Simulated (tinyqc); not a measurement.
# Changing the growth temperature T_g

Model: self-consistent Fermi level with native defects, at growth and after a quench. Computed by tinyqc, a small Python program. Command: `OMP_NUM_THREADS=1 python tinyqc.py 3031309 3031310 out.jsonl scfermi sweep`. One thread of a shared host (Intel(R) Xeon(R) Processor @ 2.30GHz), about 0.1 s of CPU time with the checks.

Energies are counted from the top of the valence band (VBM); when the gap shrinks with temperature the conduction band moves and the levels stay. The added dopant is taken as fully ionised. D and A draw on one reservoir with opposite signs, as the two vacancies of a compound do.

Inputs (values chosen for the exercise, for a model semiconductor):
```
quantity,value,unit
gap E_g at 300 K,1.53,eV
slope -dE_g/dT above 300 K,0.00033,eV/K
electron mass m_e,0.0575,m_0
valleys M_c,1,-
hole mass m_h,0.58,m_0
E_f of the neutral native donor D,1.561,eV
E_f of the neutral native acceptor A,0.8135,eV
shift s of the chemical potential,-0.24,eV
site density N_s,2.5e+22,cm^-3
dopant density N_X,1.2e+17,cm^-3
temperature of use T,200,K
```

Added shallow dopant: donor.

levels of D above the VBM, most positive state first (eV): [0.971, 0.975]

levels of A above the VBM, (0/-1) first (eV): [0.428]

Constants: m_0 = 9.1093837015e-31 kg; k_B = 1.380649e-23 J/K; h = 6.62607015e-34 J s; k_B = 8.617333262e-05 eV/K.

Method:
- E_f(D, 0) = input + s and E_f(A, 0) = input - s; E_f(q, E_F = 0) follows from the levels, eps(q/q-1) = E_f(q - 1) - E_f(q) at E_F = 0.
- E_g(T) = E_g - slope x max(0, T - 300 K).
- N_c = 2 M_c (2 pi m_e k_B T/h^2)^(3/2) and N_v = 2 (2 pi m_h k_B T/h^2)^(3/2), masses in units of m_0.
- At growth T = T_g.
- n = N_c F_1/2((E_F - E_g)/k_B T), p = N_v F_1/2(-E_F/k_B T).
- F_1/2(eta) = (2/sqrt(pi)) int_0^infinity sqrt(x)/(1 + exp(x - eta)) dx, by the trapezoid rule in t = sqrt(x) with step 0.02 up to t = 12 (for eta < -12 by exp(eta) - exp(2 eta)/2^(3/2)).
- In equilibrium c_q = N_s exp(-(E_f(q, 0) + q E_F)/k_B T).
- Net charge = p - n + sum q c_q + N_X; the log ratio is ln(positive charge/negative charge).
- E_F is the root of the log ratio, by 50 bisections between -0.5 eV and E_g + 0.5 eV.
- After a quench the totals of D and A stay as grown, and each is shared among its charge states with weights exp(-(E_f(q, 0) + q E_F)/k_B T).

One run for each value:
```
growth temperature T_g (K),total D (cm^-3),total A (cm^-3),E_F at growth (eV),E_F after the quench (eV),n after the quench (cm^-3),p after the quench (cm^-3)
680,4.554e+15,1.294e+17,0.7681,0.5327,1.394e-08,2.274e+05
770,8.993e+16,3.013e+17,0.7293,0.5198,6.579e-09,4.820e+05
870,4.530e+17,1.032e+18,0.7232,0.5175,5.761e-09,5.504e+05
970,1.414e+18,2.965e+18,0.7235,0.5167,5.503e-09,5.763e+05
1100,4.412e+18,8.993e+18,0.7258,0.5175,5.766e-09,5.499e+05
1200,8.928e+18,1.806e+19,0.7280,0.5204,6.818e-09,4.651e+05
1300,1.624e+19,3.270e+19,0.7304,0.5272,1.010e-08,3.139e+05
1400,2.718e+19,5.454e+19,0.7330,0.5481,3.413e-08,9.292e+04
```

Over the rows, total D (cm^-3) rises from 4.55e15 to 2.72e19 (exponent d ln y / d ln x 24 between the first rows and 7.0 between the last); total A (cm^-3) rises from 1.29e17 to 5.45e19 (exponent d ln y / d ln x between 6.8 and 10); E_F at growth (eV) goes from 0.768 through a minimum among these rows, 0.723 at 870, to 0.733. Lines through ln c against 1/(k_B T_g) give apparent energies of 0.94 eV for D and 0.71 eV for A; they include the movement of E_F with T_g.

Caution (rows 1300, 1400): above about 2e19 cm^-3 defects interact, pair and form bands, which the dilute model leaves out.

Extremes, crossings and ranges named in words are read from the listed rows.
